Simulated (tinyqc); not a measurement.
Electron mobility in a silicon inversion layer, empirical terms and Matthiessen rule: two steps of the calculation.

Inversion layer of sheet density Ns on a uniformly doped body, under a high-permittivity gate with an interlayer. The mobility terms are empirical power laws with prefactors chosen for the exercise; adding their inverses (Matthiessen) is itself an approximation.

Parameters, values chosen for the exercise; material values close to those of silicon:
- T = 325 K (temperature)
- eps_r = 11.9 (relative permittivity of the semiconductor)
- Nb = 6e17 cm^-3 (body doping)
- eta = 0.5 (weight of the inversion charge in the effective field)
- Cox = 1.25 uF/cm^2 (gate capacitance)
- Ap = 457 cm^2/(V s) (phonon-limited mobility at 1 MV/cm and 300 K)
- As = 1120 cm^2/(V s) (roughness-limited mobility at 1 MV/cm)
- gs = 2 (exponent of the roughness term)
- Ac = 1700 cm^2/(V s) (Coulomb prefactor)
- Nit = 1.9e12 cm^-2 (charge at the interface)
- Ar = 190 cm^2/(V s) (remote-phonon mobility without interlayer)
- ti = 1.4 nm (interlayer thickness)
- lr = 0.9 nm (decay length of remote phonons)
- WL = 5 (ratio W/L)
- Vd = 0.05 V (drain voltage)
- I = 2.37 uA (measured linear current)

Constants: q = 1.602176634e-19 C, eps0 = 8.8541878128e-14 F/cm where lengths are in cm. Results are converted to the units shown.

Task 1. Inversion density for the measured current. I = (W/L) q Ns mu Vd. E = q (Ndep + eta Ns)/(eps0 eps_r) in MV/cm. With t = T/(300 K): muC = Ac (Ns/1e12 cm^-2) t/(Nb/1e17 cm^-3 + Nit/1e11 cm^-2), muP = Ap E^(-1/3) t^(-1.75), muS = As E^(-gs), muR = Ar exp(2 ti/lr)/t; 1/mu is the sum of the inverses. Ns(new) = I/((W/L) q mu Vd).

Ns after iteration 1 = 1.3222213e12 cm^-2
Ndep = 2.6777719e12 cm^-2

Give: E; mu; Ns after iteration 2.

Result 1.

E = 0.50771 MV/cm
mu = 78.377 cm^2/(V s)
Ns after iteration 2 = 7.5493e11 cm^-2

The value that enters this step is an overshoot, farther from the solution than the start was, so its intermediate quantities are not physical.

Task 2. Split C-V extraction. Q(Vg) is the trapezoid sum of Cgc from the first point (where Q is taken as 0); mu_eff = I/((W/L) Q Vd); mu_FE = (dI/dVg)/((W/L) Cox Vd) with a backward difference. Listed from point 4 on.

```
point,Vg (V),Cgc (uF/cm^2),I (uA)
0,0.1,0.0011018336,1.9087872e-7
1,0.15,0.0042501724,2.8469614e-6
2,0.2,0.016277213,4.2143733e-5
3,0.25,0.060680310,6.0636925e-4
4,0.3,0.20598780,0.0078905742
5,0.35,0.54097995,0.076792983
6,0.4,0.93359185,0.43373878
7,0.45,1.1492770,1.3803071
8,0.5,1.2222991,2.9716910
9,0.55,1.2427171,5.0950361
10,0.6,1.2481085,7.6287380
11,0.65,1.2495103,10.475867
12,0.7,1.2498733,13.559596
```

Give: Q; mu_eff; mu_FE.

Result 2.

```
point,Q (uC/cm^2),mu_eff (cm^2/(V s)),mu_FE (cm^2/(V s))
4,0.0092376,3.4167,0.46619
5,0.027912,11.005,4.4098
6,0.064776,26.784,22.845
7,0.11685,47.251,60.580
8,0.17614,67.486,101.85
9,0.23776,85.716,135.89
10,0.30003,101.71,162.16
11,0.36247,115.60,182.22
12,0.42496,127.63,197.36
```

At the last point mu_FE is 55 % above mu_eff.

tinyqc, about 0.01 s, one thread, Intel Xeon 2.30GHz (shared host): `OMP_NUM_THREADS=1 python tinyqc.py 2510147 2510148 out.jsonl`
